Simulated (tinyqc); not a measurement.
# Read current of a NAND string, cells in series solved by shooting: two studies

Cells in series, numbered from 0 at the source line (0 V) to the bit line, each followed by a gap resistance Rg. A cell with gate Vg, threshold VT, source Vs and drain Vd passes I = 2 nf K Vt^2 [F(Vs) - F(Vd)]/(1 + th max(Vg - VT, 0)), F(V) = ln^2(1 + exp((Vg - VT - nf V)/(2 nf Vt))). The selected cell has Vg = Vr, the others Vg = Vp.

Values chosen for this exercise; values of the order met in vertical NAND strings:
- T = 300 K (temperature)
- K = 29 uA/V^2 (gain factor of a cell)
- nf = 1.7 (slope factor)
- th = 0.15 1/V (mobility reduction factor)
- Rg = 4 kohm (resistance of the gap between cells)
- Vbl = 0.5 V (bit-line voltage)
- Vp = 6.1 V (pass voltage)
- Ve = -2.2 V (threshold of an erased cell)
- Vh = 3.8 V (threshold of the highest state)
- Vx = 1.9 V (threshold of the selected cell)
- Is = 50 nA (sensing current)
- Vr = 2.96 V (read voltage on the selected word line)

Constants: q = 1.602176634e-19 C, kB = 1.380649e-23 J/K, Vt = kB T/q. Results are converted to the units shown.

Each table varies one quantity; the others keep the values above.

## Read current against the number of cells

For a trial current I start at 0 V and, cell by cell, solve for the drain: sqrt(F(Vd)) = sqrt(F(Vs) - I/k), k = 2 nf K Vt^2/(1 + th max(Vg - VT, 0)), Vd = [Vg - VT - 2 nf Vt ln(exp(sqrt F) - 1)]/nf, then add I Rg. The string current is the I for which the last node reaches Vbl. The apparent threshold is the Vr at which I = Is. Background: all other cells erased (VT = Ve) or all in the highest state (VT = Vh); ratio and shift are high over erased and high minus erased. The selected cell is in the middle, cell n/2.

Results:

| n | I, others erased (uA) | I, others high (uA) | ratio | apparent VT, erased (V) | apparent VT, high (V) | background shift (mV) |
|---|---|---|---|---|---|---|
| 8 | 3.022 | 1.866 | 0.6176 | 1.934 | 1.938 | 3.733 |
| 32 | 1.009 | 0.5225 | 0.5180 | 1.948 | 1.963 | 15.07 |
| 64 | 0.5331 | 0.2662 | 0.4994 | 1.966 | 1.996 | 30.52 |
| 96 | 0.3622 | 0.1786 | 0.4931 | 1.984 | 2.031 | 46.38 |
| 128 | 0.2743 | 0.1344 | 0.4900 | 2.003 | 2.065 | 62.65 |
| 192 | 0.1846 | 0.08987 | 0.4868 | 2.040 | 2.136 | 96.58 |

Estimate the missing row, n = 16.

Computed row:

| n | I, others erased (uA) | I, others high (uA) | ratio | apparent VT, erased (V) | apparent VT, high (V) | background shift (mV) |
|---|---|---|---|---|---|---|
| 16 | 1.818 | 1.006 | 0.5535 | 1.938 | 1.946 | 7.488 |

With this row back in the table: With erased neighbours the current falls from 3.02 to 0.185 uA, as n^(-0.73) between the first two rows and n^(-0.98) between the last two (-1 once the series resistance rules). The ratio falls from 0.618 to 0.487 and the background shift rises from 3.73 to 96.6 mV.

## Effect of the pass voltage

Same model as above.

The string has 32 cells and the selected one is cell 16.

Results:

| Vp (V) | I, others erased (uA) | I, others high (uA) | ratio | apparent VT, erased (V) | apparent VT, high (V) | background shift (mV) |
|---|---|---|---|---|---|---|
| 4.4 | 0.9341 | 0.08591 | 0.09197 | 1.949 | 2.031 | 81.51 |
| 5.4 | 0.9809 | 0.3787 | 0.3860 | 1.948 | 1.972 | 23.84 |
| 5.9 | 1.001 | 0.4856 | 0.4851 | 1.948 | 1.965 | 16.94 |
| 6.4 | 1.020 | 0.5726 | 0.5616 | 1.947 | 1.960 | 12.84 |
| 6.9 | 1.036 | 0.6447 | 0.6221 | 1.947 | 1.957 | 10.16 |
| 7.4 | 1.052 | 0.7056 | 0.6708 | 1.947 | 1.955 | 8.283 |
| 7.9 | 1.066 | 0.7575 | 0.7105 | 1.946 | 1.953 | 6.906 |

Estimate the missing row, Vp = 4.9 V.

Computed row:

| Vp (V) | I, others erased (uA) | I, others high (uA) | ratio | apparent VT, erased (V) | apparent VT, high (V) | background shift (mV) |
|---|---|---|---|---|---|---|
| 4.9 | 0.9587 | 0.2435 | 0.2540 | 1.948 | 1.986 | 37.68 |

With this row back in the table: As Vp goes from 4.4 to 7.9 V, the current with erased neighbours rises from 0.934 to 1.07 uA, that with high neighbours rises from 0.0859 to 0.758 uA and the ratio rises from 0.0920 to 0.710. The background shift falls from 81.5 to 6.91 mV. A higher pass voltage also disturbs erased cells more, which this model leaves out.

Program tinyqc, `OMP_NUM_THREADS=1 python tinyqc.py 2142182 2142183 out.jsonl`; Intel Xeon 2.30GHz, shared host, one thread, about 0.5 s.
